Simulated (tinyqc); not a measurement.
What each parameter does: linear model of a band gap against the share of exact exchange.

E(alpha) = E0 + S alpha. A wider gap screens less, modelled in the Penn form eps(alpha) = 1 + (e0 - 1)(EP/(EP + S alpha))^2 with a scale EP chosen for the exercise. A dielectric-dependent hybrid takes alpha = 1/eps.

Values chosen for the exercise (of the order of those of HfO2; not measured data):
- E0 = 4.2 eV (gap of the semi-local functional)
- S = 7.82 eV (slope dE/d(alpha))
- e0 = 4.91 (optical dielectric constant at alpha = 0)
- EP = 18.5 eV (energy scale of the screening)

Fixed point alpha = 1/eps(alpha), gap and eps there.

Results for these values:
```
case   alpha  E (eV)    eps
base  0.2363   6.048  4.232
```

What happens to each result for e0 = 4.419, all else kept?

Answer: alpha rises from 0.2363 to 0.2657; E rises from 6.048 to 6.278; eps falls from 4.232 to 3.763.

The same for each parameter in turn:
```
case            alpha  E (eV)    eps
base           0.2363   6.048  4.232
E0 = 4.62 eV   0.2363   6.468  4.232
S = 7.038 eV   0.2325   5.837  4.300
e0 = 4.419     0.2657   6.278  3.763
EP = 16.65 eV  0.2406   6.081  4.156
```

Run: tinyqc, `OMP_NUM_THREADS=1 python tinyqc.py 1880296 1880297 out.jsonl`; Intel(R) Xeon(R) Processor @ 2.30GHz, one thread, shared host; about 0.01 s of CPU time with all checks.
